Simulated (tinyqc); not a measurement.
Standing waves and exposure in a photoresist film, step by step. Values are carried at full precision from step to step, so a last printed digit may differ when a step is redone from the rounded ones.

Normal incidence from air. Unexposed resist: N1 = n1 + i k1 with k1 = (A + B) lam/(4 pi), lam in micrometres. r01 = (1 - N1)/(1 + N1), t01 = 2/(1 + N1). Substrate Ns = ns + i ks: r12 = (N1 - Ns)/(N1 + Ns). With p = exp(2 pi i N1 d/lam), the field at depth z is E(z) = t01 [exp(2 pi i N1 z/lam) + r12 p^2 exp(-2 pi i N1 z/lam)]/(1 + r01 r12 p^2), the relative intensity I(z) = n1 |E(z)|^2 and the reflectance R = |(r01 + r12 p^2)/(1 + r01 r12 p^2)|^2.

Parameters, chosen for this exercise (a resist on Al, indices near tabulated ones; shifted at random, so the results belong to these values and not to a real crystal): lam = 365 nm (vacuum wavelength); n1 = 1.699 (resist index); A = 0.27 1/micrometre (bleachable absorption (Dill A)); B = 0.11 1/micrometre (fixed absorption (Dill B)); d = 1044 nm (resist thickness); ns = 0.405 (substrate n); ks = 4.482 (substrate k); C = 0.011 cm^2/mJ (exposure rate (Dill C)); D = 15 mJ/cm^2 (incident dose); Ld = 15 nm (diffusion length of the post-exposure bake).

## Interface coefficients

Form N1, r01, t01 and r12.

N1 = 1.69900+0.01104i
r01 = -0.2590-0.0030i
t01 = 0.7410-0.0030i
r12 = -0.7055-0.6184i
|r12|^2 = 0.8801

Next to the bottom the intensity swings by a factor ((1 + |r12|)/(1 - |r12|))^2 = 982 between antinode and node.

## Round trip and reflectance

Form p^2, the denominator and R; the period of the standing wave is lam/(2 n1).

p^2 = -0.1293-0.6600i
1 + r01 r12 p^2 = 1.0837-0.1403i
R = 0.5242
period = 107.42 nm

The film holds 9.72 periods.

## Intensity and exposure over the lowest period

Nine depths from d - period to d. Without bleaching during the exposure the share of unexposed compound is m = exp(-C D I).

Profile:
```
z (nm)      I      m
936.6   0.250  0.960
950.0   0.007  0.999
963.4   0.340  0.945
976.9   1.054  0.840
990.3   1.731  0.752
1003.7  1.973  0.722
1017.1  1.638  0.763
1030.6  0.923  0.859
1044.0  0.246  0.960
```

I runs from 0.007 to 1.973 on these points, so m runs from 0.722 to 0.999; the least exposed point listed lies 94.0 nm above the bottom.

## Smoothing by the bake

Gaussian diffusion of length Ld multiplies a cosine of period L by exp(-2 pi^2 Ld^2/L^2). Give that factor, and the Ld that leaves 10 %.

factor = 0.681
Ld for 10 % = 36.69 nm

## Checks

- R against the transfer-matrix product: both 0.52422.
- Absorption (A + B) d times the mean of I against 1 - R - T: both 0.417.

Run: tinyqc, `OMP_NUM_THREADS=1 python tinyqc.py 1652320 1652321 out.jsonl`; Intel(R) Xeon(R) Processor @ 2.30GHz, one thread, shared host; about 0.01 s of CPU time with all checks.
